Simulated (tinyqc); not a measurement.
# Rectangular fin or nanosheet with a gate all round, subbands and threshold shift from confinement: charge and subband filling against gate voltage

Undoped body with a flat potential across it, hard walls, transport along x. One isotropic valley (g = 1, mx = my = mz = me). Non-parabolicity enters the subband edges through E (1 + al E) = gamma, so E = 2 gamma/(1 + sqrt(1 + 4 al gamma)); motion within a subband is taken as parabolic with the band-edge mass. Energies are counted from the bulk band edge.

gamma = C pi^2 [a^2/(my (t + dl)^2) + b^2/(mz (H + dl)^2)], C = hbar^2/(2 m0). Each subband has N_k = g sqrt(2 mx m0 kB T/(pi hbar^2)). With degeneracy n = sum N_k F((EF - E_k)/Vt), F(x) = (1/sqrt(pi)) int_0^infinity u^(-1/2) du/(1 + exp(u - x)); gate: Vg = EF + q n/(Cg P), P = 2 (t + H), summed over the 60 lowest subbands at most, with Vg counted from the value that would put EF at the bulk band edge of an empty body. Cq = q dn/dEF.

Inputs (values chosen for the exercise); masses close to those of InAs:

| symbol | value | unit | meaning |
|---|---|---|---|
| T | 400 | K | temperature |
| me | 0.0229 | m0 | mass at the band edge |
| al | 2.7 | 1/eV | non-parabolicity |
| t | 12.7 | nm | width (along y) |
| dl | 0.2 | nm | widening of the box by penetration into the insulator |
| Cg | 2.9 | uF/cm^2 | gate capacitance per area of interface |
| H | 19 | nm | height (along z) |

Constants: q = 1.602176634e-19 C, kB = 1.380649e-23 J/K, hbar = 1.054571817e-34 J s, m0 = 9.1093837015e-31 kg, Vt = kB T/q, hbar^2/(2 m0) = 0.0380998212 eV nm^2. Results are converted to the units shown.

Result of one run:
```
EF - E_1 (eV)  n (cm^-1)  n/P (cm^-2)  share of the lowest subband (%)  Cq/(Cg P)  total C/(Cg P)
0.4132           2.140e7     3.375e12                            14.78     0.8339          0.4547
```

Which gate voltage Vg gave this result: -0.04, 0.08, 0.58, 0.71 or 0.96 V?

Vg = 0.71 V.

The whole series:
```
Vg (V)  EF - E_1 (eV)  n (cm^-1)  n/P (cm^-2)  share of the lowest subband (%)  Cq/(Cg P)  total C/(Cg P)
-0.04         -0.1504    1.168e4      1.842e9                            87.67   0.002929        0.002920
0.08         -0.03287    2.903e5     4.579e10                            85.35    0.06050         0.05705
0.21          0.08168    2.063e6     3.255e11                            63.56     0.2099          0.1735
0.34           0.1820    5.466e6     8.621e11                            37.85     0.3918          0.2815
0.46           0.2646    9.763e6     1.540e12                            25.80     0.5195          0.3419
0.58           0.3395    1.494e7     2.356e12                            19.17     0.6862          0.4069
0.71           0.4132    2.140e7     3.375e12                            14.78     0.8339          0.4547
0.83           0.4766    2.789e7     4.399e12                            12.19     0.9635          0.4907
0.96           0.5399    3.555e7     5.607e12                            10.18      1.140          0.5326
```

EF passes E_1 = 0.110 eV at Vg = 0.116 V. The share of the lowest subband falls from 87.7 to 10.2 % and the total capacitance rises from 0.00292 to 0.533 of Cg P. In the last row 49 % of an added gate voltage goes into raising EF (from the last two rows). For Vg = 0.34, 0.46, 0.58, 0.71, 0.83, 0.96 the charge would bend the potential across the body noticeably, which is left out.

Range of the model: Non-parabolicity also makes carriers heavier within each subband, which is left out, so densities of states are understated at high energy.

Program tinyqc, `OMP_NUM_THREADS=1 python tinyqc.py 2350002 2350003 out.jsonl`; Intel Xeon 2.30GHz, shared host, one thread, about 0.07 s.
